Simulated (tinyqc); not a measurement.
# Inputs raised by 2 %, one at a time

Model: size effects in the resistivity of thin metal films and interconnect lines. Computed by tinyqc, a small Python program. Command: `OMP_NUM_THREADS=1 python tinyqc.py 3007132 3007133 out.jsonl size sens`. One thread of a shared host (Intel(R) Xeon(R) Processor @ 2.30GHz), about 0.01 s of CPU time with the checks.

Electrons lose their drift at surfaces (a share 1 - p of the hits) and at grain boundaries (reflection R), besides bulk scattering. The line sits in a trench with a non-conducting liner on both walls and the bottom; the spacing equals the drawn width.

Inputs (values chosen for the exercise, modelled on molybdenum):

| quantity | value | unit |
|---|---|---|
| bulk resistivity rho_b | 5.3 | microohm cm |
| bulk mean free path lambda | 10.8 | nm |
| specularity p | 0 | - |
| grain-boundary reflection R | 0.49 | - |
| drawn line width w | 21 | nm |
| grain size over metal width | 0.51 | - |
| aspect ratio (height over width) | 2.6 | - |
| liner thickness t | 1.1 | nm |
| line length | 11 | micrometre |
| permittivity of the dielectric k | 2.9 | - |

Geometry: line.

Constants: eps_0 = 8.8541878128e-12 F/m.

Method:
- Metal width w_m = w - 2t, height h_m = (aspect ratio) w - t, grain size D = (ratio) w_m.
- Mayadas-Shatzkes: alpha = (lambda/D) R/(1 - R); rho_b/rho = 1 - 3 alpha/2 + 3 alpha^2 - 3 alpha^3 ln(1 + 1/alpha).
- Fuchs-Sondheimer film: rho_b/rho = 1 - (3/(2 kappa))(1 - p) int_0^1 (s - s^3)(1 - exp(-kappa/s))/(1 - p exp(-kappa/s)) ds, f = rho/rho_b, kappa = thickness/lambda, 80 Gauss-Legendre points.
- Line: the excess of a film of thickness w_m and of a film of thickness h_m are added, rho/rho_b = 1 + (f(w_m) - 1) + (f(h_m) - 1), an estimate that holds best when both sides exceed lambda.
- Total: rho = rho_b [1 + surface excess + grain excess]; resistance per length rho/(w_m h_m); capacitance per length C = 2 k eps_0 (aspect ratio + 1/2), a parallel-plate estimate for two neighbours plus a fixed term for the planes above and below; delay 0.38 R C L^2; effective resistivity per drawn area.

Runs:

| input moved | from | to | resistance per length (ohm/micrometre) | effective resistivity per drawn area (microohm cm) | rho/rho_b from surfaces | rho/rho_b from grains |
|---|---|---|---|---|---|---|
| base run | - | - | 149.0 | 17.08 | 1.339 | 2.489 |
| bulk mean free path lambda (nm) | 10.8 | 11.016 | 150.9 | 17.30 | 1.346 | 2.518 |
| grain-boundary reflection R | 0.49 | 0.4998 | 152.1 | 17.43 | 1.339 | 2.547 |
| drawn line width w (nm) | 21 | 21.42 | 140.8 | 16.80 | 1.331 | 2.457 |
| aspect ratio (height over width) | 2.6 | 2.652 | 145.9 | 17.06 | 1.337 | 2.489 |
| liner thickness t (nm) | 1.1 | 1.122 | 149.6 | 17.15 | 1.339 | 2.492 |
| line length (micrometre) | 11 | 11.22 | 149.0 | 17.08 | 1.339 | 2.489 |
| permittivity of the dielectric k | 2.9 | 2.958 | 149.0 | 17.08 | 1.339 | 2.489 |

Exponents ln(y'/y) / ln(x'/x):

| input | resistance per length | effective resistivity per drawn area | rho/rho_b from surfaces | rho/rho_b from grains |
|---|---|---|---|---|
| bulk mean free path lambda | 0.647 | 0.647 | 0.276 | 0.588 |
| grain-boundary reflection R | 1.030 | 1.030 | 0.000 | 1.168 |
| drawn line width w | -2.850 | -0.850 | -0.297 | -0.650 |
| aspect ratio (height over width) | -1.052 | -0.052 | -0.066 | 0.000 |
| liner thickness t | 0.212 | 0.212 | 0.026 | 0.069 |
| line length | 0.000 | 0.000 | 0.000 | 0.000 |
| permittivity of the dielectric k | 0.000 | 0.000 | 0.000 | 0.000 |

Among the inputs moved here: resistance per length answers most in size to drawn line width w (exponent -2.850), next to aspect ratio (height over width) (-1.052); its exponent is below 0.0005 for line length, permittivity of the dielectric k. Effective resistivity per drawn area answers most in size to grain-boundary reflection R (exponent +1.030), next to drawn line width w (-0.850); its exponent is below 0.0005 for line length, permittivity of the dielectric k. rho/rho_b from surfaces answers most in size to drawn line width w (exponent -0.297), next to bulk mean free path lambda (+0.276); its exponent is below 0.0005 for grain-boundary reflection R, line length, permittivity of the dielectric k. rho/rho_b from grains answers most in size to grain-boundary reflection R (exponent +1.168), next to drawn line width w (-0.650); its exponent is below 0.0005 for aspect ratio (height over width), line length, permittivity of the dielectric k.
